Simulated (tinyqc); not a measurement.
Undoped symmetric double-gate MOSFET, analytic potential model: two steps of the calculation.

An undoped body of thickness ts between two equal insulators and tied gates; long channel, electrons only, n = ni exp((psi - V)/Vt) with V the quasi-Fermi potential (0 at the source, Vd at the drain), constant mobility, no quantisation. Across the body psi(x) = V - 2 Vt ln[(ts/(2 beta)) sqrt(q ni/(2 eps0 eps_r Vt)) cos(2 beta x/ts)], x from the centre. Q is the electron charge per area of the whole body.

Parameters, values chosen for the exercise; material values those of a made-up semiconductor:
- T = 273 K (temperature)
- eps_r = 14.5 (relative permittivity of the semiconductor)
- ts = 20 nm (body thickness)
- Vg = 0.43 V (gate voltage)

Constants: q = 1.602176634e-19 C, kB = 1.380649e-23 J/K, Vt = kB T/q, eps0 = 8.8541878128e-14 F/cm where lengths are in cm. Results are converted to the units shown.

Problem 1. beta at the source by Newton steps. With V = 0: f = ln(beta) - ln(cos beta) + 2 r beta tan(beta) - (Vg - V0)/(2 Vt); f' = 1/beta + tan(beta) + 2 r [tan(beta) + beta/cos^2(beta)]; beta(new) = beta - f/f'.

beta at the start = 1.5
r = 0.18733850
V0 = 0.59666961 V

Give: f; f'; beta after iteration 1.

Solution 1.

f = 14.522
f' = 132.37
beta after iteration 1 = 1.3903

Problem 2. Potential and electron density across the body at the source. psi(x) as above with V = 0 and beta = beta_s; n = ni exp(psi/Vt).

```
point,x/ts
0,0
1,0.1
2,0.2
3,0.3
4,0.4
5,0.45
6,0.5
```

beta_s = 0.028924188
ni = 8.5237812e6 cm^-3

Give: psi; n.

Solution 2.

```
point,psi (V),n (cm^-3)
0,0.4100,3.154e14
1,0.4100,3.154e14
2,0.4100,3.155e14
3,0.4100,3.155e14
4,0.4100,3.156e14
5,0.4100,3.156e14
6,0.4100,3.157e14
```

The density at the surface is 1.00 times that at the centre (1/cos^2 beta).

Numbers from tinyqc (`OMP_NUM_THREADS=1 python tinyqc.py 2440141 2440142 out.jsonl`; about 0.02 s on one thread of a shared Intel Xeon 2.30GHz).
